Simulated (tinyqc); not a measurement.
# Changing the tail density at the edge g_t

Model: field-effect mobility of a thin-film transistor with band-tail and deep states (multiple trapping). Computed by tinyqc, a small Python program. Command: `OMP_NUM_THREADS=1 python tinyqc.py 3023634 3023635 out.jsonl tft sweep`. One thread of a shared host (Intel(R) Xeon(R) Processor @ 2.30GHz), about 0.2 s of CPU time with the checks.

A thick film in accumulation at small drain voltage. Only free electrons move; trapped ones still screen the gate. N_c and mu_0 are held fixed when T changes, leaving out the T^(3/2) growth of N_c. x = E_0 - psi is the distance of the Fermi level below the band edge.

Inputs (values chosen for the exercise, modelled on nanocrystalline ZnO): permittivity eps = 8.5; effective density of states N_c = 3.9e+18 1/cm^3; band mobility mu_0 = 36 cm^2/(V s); tail width E_t = 63 meV; deep-state density g_d = 1.9e+16 1/(eV cm^3); flat-band Fermi level below the edge, E_0 = 0.39 eV; equivalent oxide thickness t = 93 nm; surface band bending psi_s as a fraction of E_0 = 0.83; temperature T = 300 K.

Deep states: included.

Constants: k_B = 8.617333262e-05 eV/K; e = 1.602176634e-19 C; eps_0 = 8.8541878128e-12 F/m.

Method:
- F_j(eta) = int_0^infinity x^j/(1 + exp(x - eta)) dx, without a gamma-function factor.
- Integrals over x = E/(k_B T) use 160 Gauss-Legendre points in u = sqrt(x) from 0 to sqrt(max(eta, 0) + 32).
- Free n(x) = N_c (2/sqrt(pi)) F_1/2(-x/k_B T), with F_1/2 from its two-term series in exp(-x/k_B T) for x >= 12 k_B T; tail n_t(x) = int_0^1.2eV g_t exp(-E/E_t)/(1 + exp((x - E)/k_B T)) dE, E counted down from the edge, 120 Gauss-Legendre points; deep charge g_d psi; space charge rho(psi) = n + n_t + g_d psi less its value at psi = 0.
- Poisson: F(psi) = sqrt((2 e/(eps eps_0)) int_0^psi rho dpsi'); V_G - V_FB = psi_s + eps F(psi_s) t/3.9; free sheet density N_f = int (n - n(E_0))/F dpsi; induced sheet density N_i = eps eps_0 F(psi_s)/e; trapezoid rule on 301 even points in psi, the first interval left out of N_f.
- mu_eff = mu_0 N_f/N_i; field-effect mobility mu_FE = mu_0 e (dN_f/dV_G)/C_ox and swing S = dV_G/dlog10(N_f), by a central difference of +/- 2 mV in psi_s; C_ox = 3.9 eps_0/t.

One run for each value; columns: (1) tail density at the edge g_t (1/(eV cm^3)); (2) effective mobility mu_eff (cm^2/(V s)); (3) V_G - V_FB (V); (4) swing S (mV/decade); (5) induced sheet density N_i (1/cm^2):
```
(1)              (2)     (3)    (4)         (5)
4.20e+18  1.2249e+01   1.987   1904  3.8551e+11
1.10e+19  6.7281e+00   2.514   1968  5.0758e+11
3.00e+19  2.9862e+00   3.559   2363  7.4984e+11
8.10e+19  1.1988e+00   5.393   3281  1.1747e+12
2.20e+20  4.5563e-01   8.520   5006  1.8996e+12
5.80e+20  1.7487e-01  13.539   7872  3.0627e+12
1.60e+21  6.3686e-02  22.213  12887  5.0728e+12
4.20e+21  2.4301e-02  35.754  20755  8.2109e+12
```

Over the rows, effective mobility mu_eff (cm^2/(V s)) falls from 12.2 to 0.0243 (exponent d ln y / d ln x -0.62 between the first rows and -1.00 between the last); V_G - V_FB (V) rises from 1.99 to 35.8 (exponent d ln y / d ln x 0.24 between the first rows and 0.49 between the last); swing S (mV/decade) rises from 1900 to 20800 (exponent d ln y / d ln x 0.034 between the first rows and 0.49 between the last). At the high end the exponent of effective mobility mu_eff is -1.00, close to -1: the tail holds nearly all the charge. At the high end the exponent of induced sheet density N_i is 0.50, close to 0.50: the field grows as the square root of the space charge.
